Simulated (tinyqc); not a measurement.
Band gaps under pressure and temperature from deformation potentials, step by step. Values are carried at full precision from step to step, so a last printed digit may differ when a step is redone from the rounded ones.

Murnaghan: V/V0 = (1 + Bp P/B0)^(-1/Bp), B0 = (C11 + 2 C12)/3. Each gap moves by a ln(V/V0) with its volume potential a, and falls with temperature by aV T^2/(T + bV) (Varshni); the two effects are added. No change of phase is considered.

Inputs chosen for the exercise (near those of InAs, the X and L potentials typical of such crystals; not measured data): C11 = 83.8 GPa; C12 = 45.2 GPa; Bp = 4.97 (pressure derivative of the bulk modulus); P = 3.1 GPa (pressure); Eg = 0.415 eV (gap at Gamma to the s-like level at 0 K, 0 GPa); EgX = 1.452 eV (gap to X at 0 K, 0 GPa); EgL = 1.116 eV (gap to L at 0 K, 0 GPa); aG = -6.17 eV (volume potential of the Gamma gap); aX = 1.04 eV (volume potential of the X gap); aL = -4.43 eV (volume potential of the L gap); aV = (0.266, 0.29, 0.266) meV/K (Varshni alpha of Gamma, X, L); bV = (98, 92, 96) K (Varshni beta of Gamma, X, L); T = 500 K (temperature); aT = 4.4 1e-6/K (linear thermal expansion near 300 K).

## Volume under pressure

Give B0, V/V0, ln(V/V0), the change of the lattice constant and the linear estimate -P/B0.

B0 = 58.07 GPa
V/V0 = 0.95375
ln(V/V0) = -0.04735
change of a = -1.566 %
-P/B0 = -0.05339

The stiffening under pressure makes the compression 11.3 % smaller than the linear estimate.

## Gaps at P and T

Give both shifts and the gaps.

pressure shifts (eV): Gamma 0.2922, X -0.0492, L 0.2098

temperature shifts (eV): Gamma -0.1112, X -0.1225, L -0.1116

gaps (eV): Gamma 0.5960, X 1.2803, L 1.2142

The lowest valley is Gamma (direct gap), 618 meV below L; at 0 K and 0 GPa it is Gamma.

## Pressure coefficients

Expand in P: E = E0 + c1 P + c2 P^2 with c1 = -a/B0 and c2 = a Bp/(2 B0^2).

c1 (meV/GPa): Gamma 106.26, X -17.91, L 76.29

c2 (meV/GPa^2): Gamma -4.547, X 0.766, L -3.265

Gamma and L rise under pressure and X falls, as the signs of the volume potentials say.

## Pressures at which the valleys cross

Two gaps meet at ln(V/V0) = -(E_i - E_j)/(a_i - a_j), with the gaps at T and P = 0; then P = (B0/Bp)(exp(-Bp ln(V/V0)) - 1). A dash marks expansion or a compression beyond ln(V/V0) = -0.3.

Crossings:

| pair | E_i - E_j (eV) | ln(V/V0) | P (GPa) |
|---|---|---|---|
| Gamma-X | -1.0257 | -0.1423 | 12.01 |
| Gamma-L | -0.7006 | -0.4027 | - |
| L-X | -0.3251 | -0.0594 | 4.02 |

The lowest valley changes at 12.01 GPa (Gamma to X). The real crystal changes phase near 7 GPa, so a crossing above that is not reached.

## How much of dE/dT is thermal expansion

At 300 K: dE/dT = -aV T (T + 2 bV)/(T + bV)^2; expansion alone gives 3 aT a; the rest is electron-phonon coupling.

dE/dT (meV/K): Gamma -0.2499, X -0.2740, L -0.2504

from expansion (meV/K): Gamma -0.0814, X 0.0137, L -0.0585

remainder (meV/K): Gamma -0.1684, X -0.2878, L -0.1919

Expansion supplies 33 % of the slope at Gamma and 23 % at L; at X it works against the fall.

## Checks

- Slope of the Gamma gap at P = 0 by finite differences against c1 (meV/GPa): both 106.26.

Computed by tinyqc, a small Python program: `OMP_NUM_THREADS=1 python tinyqc.py 1051207 1051208 out.jsonl` (the numbers bound the seed that draws the inputs); one thread of a shared host (Intel(R) Xeon(R) Processor @ 2.30GHz), about 0.01 s for the whole set of steps.
